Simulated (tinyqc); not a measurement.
Thickness series: Landau-Devonshire theory of a uniaxial ferroelectric. Computed by tinyqc, a small Python program. Command: `OMP_NUM_THREADS=1 python tinyqc.py 3017305 3017306 out.jsonl ferro walk`. One thread of a shared host (Intel(R) Xeon(R) Processor @ 2.30GHz), about 0.01 s of CPU time with the checks.

G(P) = (alpha/2) P^2 + (beta*/4) P^4 + (gamma/6) P^6 - E P per volume, SI units, one domain, P along the polar axis, which is normal to the film.

Inputs (values chosen for the exercise, modelled on lead titanate):
```
quantity                           value             unit
alpha_0                           750000      J m/(C^2 K)
Curie-Weiss temperature T0           752                K
beta                           -2.79e+08        J m^5/C^4
gamma                           1.61e+09        J m^9/C^6
temperature T                        659                K
misfit strain u_m                 -0.016                -
electrostriction Q12              -0.026          m^4/C^2
compliance s11 + s12             5.5e-12            m^2/N
film thickness d                      41               nm
screening length lambda            0.022               nm
background permittivity eps_b          8                -
series capacitance C_d               6.6  microfarad/cm^2
```

Sample: epitaxial film.

Constants: eps_0 = 8.8541878128e-12 F/m.

Method:
- alpha = alpha_0 (T - T0*), with clamping: T0* = T0 + 4 Q12 u_m/(alpha_0 (s11 + s12)), beta* = beta + 4 Q12^2/(s11 + s12).
- Ps^2 = [-beta* + sqrt(beta*^2 - 4 alpha gamma)]/(2 gamma).
- chi = 1/(eps_0 G''), G'' = alpha + 3 beta* P^2 + 5 gamma P^4 at Ps. Ps, chi and the coercive field are for perfect screening, without a depolarising field. The intrinsic coercive field is |alpha P + beta* P^3 + gamma P^5| at the P_c where G'' = 0. 1 C/m^2 = 100 microcoulomb/cm^2.
- Between shorted electrodes with screening length lambda each, the depolarising field is -k P, k = 2 lambda/(eps_0 (d + 2 lambda eps_b)), so alpha turns into alpha + k.
- The polar state is the lowest uniform state while alpha + k < 0 (beta* > 0) or < 3 beta*^2/(16 gamma) (beta* < 0); setting the equality gives the critical thickness d_c.
- Domains are left out, though they can pre-empt both the loss of P and the state at P = 0. The second and third columns are for the shorted capacitor, polar only where it is the lowest uniform state: alpha + k < 0 (beta* > 0) or < 3 beta*^2/(16 gamma) (beta* < 0). The last column is another circuit, the film in series with C_d at P = 0: 1/C = (alpha d)/(1 + alpha eps_0 eps_b) + 1/C_d, and P = 0 is locally stable while 1/C > 0; a dash marks the rest.

alpha = -3.72295e+08 J m/C^2

beta* = 2.12636e+08 J m^5/C^4

critical thickness d_c = 12.9960 nm

spontaneous polarisation Ps = 64.7573 microcoulomb/cm^2

Against thickness:
```
d (nm)  P (microcoulomb/cm^2)  depolarising field (MV/m)  C of the stack / C_d
1                       0.000                       0.00                1.0259
2                       0.000                       0.00                1.0532
3                       0.000                       0.00                1.0819
5                       0.000                       0.00                1.1444
8                       0.000                       0.00                1.2530
15                     34.616                     112.05                1.6092
30                     54.763                      89.66                4.1171
60                     60.287                      49.64                     -
150                    63.065                      20.84                     -
```

The polar state appears between 8 and 15 nm (d_c = 13.0 nm), and at 150 nm P is 97.4 % of Ps. The stack exceeds C_d wherever it is stable, up to 4.12 times: the ferroelectric held at P = 0 acts as a negative capacitance.

Extremes, crossings and ranges named in words are read from the listed rows.
